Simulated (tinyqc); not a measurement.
MOSFET in saturation, small-signal circuit and noise: two steps of the calculation.

Bias by the inversion coefficient IC = I/Ispec (charge-based model with velocity saturation; weak inversion below 0.1, strong above 10). Common-source circuit: gm, gds, Cgs, Cgd and Cj at the inner nodes, Rg in series with the gate; quasi-static, no source or drain resistance, no gate-body capacitance, no substrate network, no induced gate noise, so fmax is an upper estimate.

Parameters, values chosen for the exercise:
```
symbol   value         unit                                   meaning
T          400            K                               temperature
L           90           nm                               gate length
W           40           um                          total gate width
Cox       0.76      uF/cm^2                          gate capacitance
mu         270   cm^2/(V s)                                  mobility
n          1.4                                           slope factor
Ls          15           nm                velocity-saturation length
IC         3.2                                  inversion coefficient
gw         0.1               short-channel excess of the noise factor
Nt      3.2e17  cm^-3 eV^-1                        oxide trap density
lt         0.1           nm          tunnelling length into the oxide
ac           0        V s/C            Coulomb scattering coefficient
f            9          GHz                          signal frequency
```

Constants: q = 1.602176634e-19 C, kB = 1.380649e-23 J/K, Vt = kB T/q. Results are converted to the units shown.

Question 1. Current gain and unilateral power gain. |h21| = |Y21/Y11|; U = |Y21 - Y12|^2/(4 [Re Y11 Re Y22 - Re Y12 Re Y21]). Extrapolated at 20 dB a decade: f |h21| and f sqrt(U).

Y with Rg (mS):

|  | 1 | 2 |
|---|---|---|
| 1 | 0.015640165+1.624510175i | -0.004355029-0.452347414i |
| 2 | 8.057383620-0.529962764i | 0.460982434+2.464502889i |

Give: |h21|; U; f |h21|; f sqrt(U).

Answer 1.

|h21| = 4.9704
U = 384.15
f |h21| = 44.733 GHz
f sqrt(U) = 176.40 GHz

Question 2. Noise at the gate. Channel noise Sid = 4 kB T gam n gm with gam = (1/2 + (2/3) qs)/(1 + qs) + gw lc IC, qs = [sqrt(1 + 4 IC) - 1]/2, lc = Ls/L (the last term an empirical rise with velocity saturation); at the gate, white noise Sw = Sid/gm^2 + 4 kB T Rg. Number fluctuation with correlated mobility: S(f) = K/f, K = q^2 Vt lt Nt/(W L Cox^2) (1 + ac mu Cox I/gm)^2, Vt in eV with Nt per eV. Corner fc = K/Sw. Full shot noise would be 2 q I.

I = 970.88683 uA
gm = 8.0624859 mS
Rg = 5.9259259 ohm

Find: gam; Sid; Sid/(2 q I); sqrt(Sw); K; fc.

Answer 2.

gam = 0.6493
Sid = 1.619e-22 A^2/Hz
Sid/(2 q I) = 0.5204
sqrt(Sw) = 1.619 nV/Hz^0.5
K = 1.362e-10 V^2
fc = 51.94 MHz

The gate resistance gives 5.0 % of the white noise power.

Computed by the program tinyqc: `OMP_NUM_THREADS=1 python tinyqc.py 2150132 2150133 out.jsonl`, one thread of a shared Intel Xeon 2.30GHz, about 0.01 s for the whole run.
